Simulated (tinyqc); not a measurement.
Worked calculation: Hueckel theory of the pi electrons with the omega technique, for the molecule C=Cc1ccccc[cH+]1 (SMILES; centres numbered as the heavy atoms are written). One step of it, computed by the program tinyqc.

Question. Orbitals, round 2. Diagonalise; E = alpha + x beta with beta < 0, so the largest x are filled first; degenerate levels share their electrons. P = sum n_i c_ri c_si; each orbital has its largest coefficient positive (the first on a tie).

matrix after round 1, lower triangle:
```
          1C         2C        3C        4C        5C        6C        7C        8C
1C  0.068802
2C  1.000000  -0.006210
3C  0.000000   1.000000  0.084092
4C  0.000000   0.000000  1.000000  0.095445
5C  0.000000   0.000000  0.000000  1.000000  0.089209
6C  0.000000   0.000000  0.000000  0.000000  1.000000  0.092004
7C  0.000000   0.000000  0.000000  0.000000  0.000000  1.000000  0.092004
8C  0.000000   0.000000  0.000000  0.000000  0.000000  0.000000  1.000000  0.089209
9C  0.000000   0.000000  1.000000  0.000000  0.000000  0.000000  0.000000  1.000000

          9C
9C  0.095445
```

pi electrons, sum of z_r less the charge = 8

Give: x values; occupations; coefficients; charge and bond-order matrix P.

Answer.

x values: 2.2064  1.6122  1.3387  0.8680  -0.2565  -0.3515  -1.0478  -1.7105  -1.9589

occupations: 2.0000  2.0000  2.0000  2.0000  0.0000  0.0000  0.0000  0.0000  0.0000

coefficients:
```
       MO1      MO2      MO3      MO4      MO5      MO6      MO7      MO8
1C  0.1331  -0.2666   0.0000   0.6116   0.4898   0.0000  -0.5072   0.0000
2C  0.2846  -0.4114   0.0000   0.4888  -0.1594   0.0000   0.5663   0.0000
3C  0.4965  -0.3993   0.0000  -0.1842  -0.4499   0.0000  -0.0827   0.0000
4C  0.3846  -0.0993   0.4187  -0.3166   0.1563   0.5206  -0.2363   0.2316
5C  0.3153   0.2486   0.5206  -0.0604   0.3949  -0.2327   0.3529  -0.4182
6C  0.2829   0.4780   0.2317   0.2696  -0.2928  -0.4181  -0.1649   0.5211
7C  0.2829   0.4780  -0.2317   0.2696  -0.2928   0.4181  -0.1649  -0.5211
8C  0.3153   0.2486  -0.5206  -0.0604   0.3949   0.2327   0.3529   0.4182
9C  0.3846  -0.0993  -0.4187  -0.3166   0.1563  -0.5206  -0.2363  -0.2316

        MO9
1C   0.2002
2C  -0.4058
3C   0.5923
4C  -0.4021
5C   0.2337
6C  -0.0766
7C  -0.0766
8C   0.2337
9C  -0.4021
```

charge and bond-order matrix P, lower triangle:
```
         1C       2C       3C       4C       5C       6C      7C      8C
1C   0.9256
2C   0.8930   0.9784
3C   0.1197   0.4311   0.8798
4C  -0.2319  -0.0089   0.5779   0.8667
5C  -0.1224  -0.0841   0.1368   0.6673   0.8717
6C   0.1502   0.0313  -0.2000   0.1460   0.6247   0.8697
7C   0.1502   0.0313  -0.2000  -0.2421   0.1423   0.6550  0.8697
8C  -0.1224  -0.0841   0.1368  -0.2046  -0.2122   0.1423  0.6247  0.8717
9C  -0.2319  -0.0089   0.5779   0.1654  -0.2046  -0.2421  0.1460  0.6673

        9C
9C  0.8667
```
